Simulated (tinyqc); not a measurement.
Scale length and barrier from the threshold roll-off.

Problem. For L well above Lambda the threshold falls by 2 m sqrt(A (A + Vds)) exp(-pi L/(2 Lambda)), A being the height of the source potential over the barrier top; the two values follow this form. Find Lambda and A.

Values chosen for this exercise: long-channel body factor m = 1; drain voltage Vds = 0.8 V.

threshold lowering at L = 27 and 43 nm (mV): 61.019089  9.5896023

Solution. The ratio of the two values gives Lambda; the prefactor gives A (A + Vds), a quadratic with one positive root.

Lambda = 13.6 nm
A = 0.400 V

Program tinyqc, `OMP_NUM_THREADS=1 python tinyqc.py 2420082 2420083 out.jsonl`; Intel Xeon 2.30GHz, shared host, one thread, about 0.01 s.
